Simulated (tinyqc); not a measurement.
One level coupled to a phonon between two leads, self-consistent Born approximation: effect of the coupling.

Wide-band leads with mu_L = +V/2 and mu_R = -V/2; phonons in equilibrium, Nq = 1/(exp(w0/kB T) - 1). Scattering links only energies that differ by w0, so a ladder E_k = E1 + k w0 closes on itself; terms that reach past its ends are dropped. Gn and Gp are the electron and hole parts of the spectral function A = Gn + Gp.

|G|^2 = 1/[(E - ed)^2 + (GL + GR + Sin + Sout)^2/4], Gn = |G|^2 (GL fL + GR fR + Sin), Gp = |G|^2 (GL (1 - fL) + GR (1 - fR) + Sout), f = 1/(1 + exp((E - mu)/kB T)). Sin(E) = M^2 [(Nq + 1) Gn(E + w0) + Nq Gn(E - w0)], Sout(E) = M^2 [(Nq + 1) Gp(E - w0) + Nq Gp(E + w0)]. Spectral currents into the level: iL = GL [fL Gp - (1 - fL) Gn], iR = GR [fR Gp - (1 - fR) Gn]. Here E - ed is replaced by E - ed - R(E), with the real part R(E) = (1/2 pi) P int [Sin + Sout](y) dy/(E - y). The total for one spin is I = (q/h) times the integral of iL over all E (all ladders, each long enough that its ends do not matter); the power given to phonons is (1/h) times the integral of E (iL + iR).

Parameters, values chosen for the exercise: temperature of leads and phonons T = 300 K; phonon energy w0 = 25 meV; level ed = 33 meV; coupling to the left lead GL = 8.5 meV; coupling to the right lead GR = 11 meV; bias V = 61 mV.

Constants: q = 1.602176634e-19 C, kB = 1.380649e-23 J/K, h = 6.62607015e-34 J s, Vt = kB T/q. Results are converted to the units shown.

The same in every row: I without phonons (uA) = 0.4127.

Result of one run:
```
M (meV)	I (uA)	ratio of the two	power to phonons (nW)	share of I V (%)
5.8	0.4102	0.9940	0.2517	1.006
```

What becomes of these results when the electron-phonon matrix element M is changed from 5.8 to 8.1 meV, all else the same?

Result of the changed run:
```
M (meV)	I (uA)	ratio of the two	power to phonons (nW)	share of I V (%)
8.1	0.4078	0.9882	0.4505	1.811
```

The whole series:
```
M (meV)	I (uA)	ratio of the two	power to phonons (nW)	share of I V (%)
1.2	0.4126	0.9997	0.01217	0.04834
3.5	0.4118	0.9978	0.09881	0.3934
5.8	0.4102	0.9940	0.2517	1.006
8.1	0.4078	0.9882	0.4505	1.811
10.4	0.4046	0.9804	0.6819	2.763
12.7	0.4005	0.9705	0.9371	3.836
15	0.3956	0.9587	1.206	4.999
```

The ratio to the current without phonons falls from 1.00 to 0.959, and the power to phonons rises from 0.0122 to 1.21 nW, as M^(1.96) between the first two rows (lowest order gives 2).

Range of the model: The self-consistent Born approximation keeps only non-crossing phonon lines and no Hartree shift; it is rough once the coupling nears the phonon energy.

tinyqc, about 0.05 s, one thread, Intel Xeon 2.30GHz (shared host): `OMP_NUM_THREADS=1 python tinyqc.py 2720019 2720020 out.jsonl`
